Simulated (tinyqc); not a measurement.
Changing the mobility mu2: Hall effect and magnetoresistance of several carrier groups with constant relaxation times. Computed by tinyqc, a small Python program. Command: `OMP_NUM_THREADS=1 python tinyqc.py 3015168 3015169 out.jsonl hall2 sweep`. One thread of a shared host (Intel(R) Xeon(R) Processor @ 2.30GHz), about 0.01 s of CPU time with the checks.

Group 1 has charge -e and group 2 charge +e; s_i is that sign. B lies along z; mu B is formed with mu in m^2/(V s).

Inputs (values chosen for the exercise, for a model conductor):
```
quantity,value,unit
density n1,1.6e+16,1/cm^3
mobility mu1,82000,cm^2/(V s)
density n2,4.1e+17,1/cm^3
magnetic field B,0.27,T
```

Carriers: electrons and holes. Densities: per volume.

Constants: e = 1.602176634e-19 C.

Method:
- sigma_xx = sum n_i e mu_i/(1 + mu_i^2 B^2); sigma_xy = sum s_i n_i e mu_i^2 B/(1 + mu_i^2 B^2).
- rho_xx = sigma_xx/(sigma_xx^2 + sigma_xy^2); Hall coefficient R_H = sigma_xy/(B (sigma_xx^2 + sigma_xy^2)), with B in V s/cm^2 (1 T = 1e-4 V s/cm^2); magnetoresistance MR = rho_xx(B)/rho_xx(0) - 1. Apparent density 1/(e |R_H|); Hall mobility |R_H|/rho_xx.
- Weak field: R_H(0) = sum s_i n_i mu_i^2/(e (sum n_i mu_i)^2); MR = c B^2 with c = n1 n2 mu1 mu2 (s1 mu1 - s2 mu2)^2/(n1 mu1 + n2 mu2)^2. Strong field: R_H = 1/(e sum s_i n_i); rho_xx saturates at (n1/mu1 + n2/mu2)/(e (sum s_i n_i)^2).

One run for each value:
```
mobility mu2 (cm^2/(V s)),magnetoresistance MR (%),Hall coefficient R_H (cm^3/C),Hall mobility (cm^2/(V s)),coefficient c (1/T^2)
820,68.323,-204.96,32155,11.137
1600,75.332,-108.93,19589,15.531
3000,63.859,-40.57,10083,18.044
5800,44.712,-4.59,1874,17.664
11000,29.617,8.71,6265,15.098
21000,20.129,13.30,17602,12.173
41000,15.131,14.86,37484,10.160
78000,13.647,15.38,72175,9.691
```

What does the table show, and why?

Over the rows, magnetoresistance MR (%) goes from 68.3 through a maximum among these rows, 75.3 at 1600, to 13.6; Hall coefficient R_H (cm^3/C) rises from -205 to 15.4; Hall mobility (cm^2/(V s)) goes from 32200 through a minimum among these rows, 1870 at 5800, to 72200. For opposite charges the drift angles add, so equal mobilities do not cancel MR.

Extremes, crossings and ranges named in words are read from the listed rows.
